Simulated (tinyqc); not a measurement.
One level coupled to a phonon between two leads, self-consistent Born approximation: effect of the coupling.

Wide-band leads with mu_L = +V/2 and mu_R = -V/2; phonons in equilibrium, Nq = 1/(exp(w0/kB T) - 1). Scattering links only energies that differ by w0, so a ladder E_k = E1 + k w0 closes on itself; terms that reach past its ends are dropped. Gn and Gp are the electron and hole parts of the spectral function A = Gn + Gp.

|G|^2 = 1/[(E - ed)^2 + (GL + GR + Sin + Sout)^2/4], Gn = |G|^2 (GL fL + GR fR + Sin), Gp = |G|^2 (GL (1 - fL) + GR (1 - fR) + Sout), f = 1/(1 + exp((E - mu)/kB T)). Sin(E) = M^2 [(Nq + 1) Gn(E + w0) + Nq Gn(E - w0)], Sout(E) = M^2 [(Nq + 1) Gp(E - w0) + Nq Gp(E + w0)]. Spectral currents into the level: iL = GL [fL Gp - (1 - fL) Gn], iR = GR [fR Gp - (1 - fR) Gn]. Here E - ed is replaced by E - ed - R(E), with the real part R(E) = (1/2 pi) P int [Sin + Sout](y) dy/(E - y). The total for one spin is I = (q/h) times the integral of iL over all E (all ladders, each long enough that its ends do not matter); the power given to phonons is (1/h) times the integral of E (iL + iR).

Parameters, values chosen for the exercise:
- T = 77 K (temperature of leads and phonons)
- w0 = 63 meV (phonon energy)
- ed = 68 meV (level)
- GL = 15 meV (coupling to the left lead)
- GR = 27 meV (coupling to the right lead)
- V = 119 mV (bias)

Constants: q = 1.602176634e-19 C, kB = 1.380649e-23 J/K, h = 6.62607015e-34 J s, Vt = kB T/q. Results are converted to the units shown.

The same in every row: I without phonons (uA) = 0.8078.

Effect of the coupling:

| M (meV) | I (uA) | ratio of the two | power to phonons (nW) | share of I V (%) |
|---|---|---|---|---|
| 3.2 | 0.8097 | 1.002 | 0.06366 | 0.06607 |
| 8.9 | 0.8218 | 1.017 | 0.4964 | 0.5076 |
| 14.7 | 0.8450 | 1.046 | 1.372 | 1.364 |
| 20.5 | 0.8770 | 1.086 | 2.702 | 2.590 |
| 26.2 | 0.9143 | 1.132 | 4.446 | 4.086 |
| 32 | 0.9547 | 1.182 | 6.610 | 5.818 |
| 37.8 | 0.9942 | 1.231 | 9.062 | 7.660 |

Read the table: what changes, and by how much?

The ratio to the current without phonons rises from 1.00 to 1.23, and the power to phonons rises from 0.0637 to 9.06 nW, as M^(2.01) between the first two rows (lowest order gives 2). Phonons raise the current here: the level lies outside the bias window, and broadening, sidebands and the shift R bring weight into it.

Range of the model: The self-consistent Born approximation keeps only non-crossing phonon lines and no Hartree shift; it is rough once the coupling nears the phonon energy.

Numbers from tinyqc (`OMP_NUM_THREADS=1 python tinyqc.py 2720119 2720120 out.jsonl`; about 0.07 s on one thread of a shared Intel Xeon 2.30GHz).
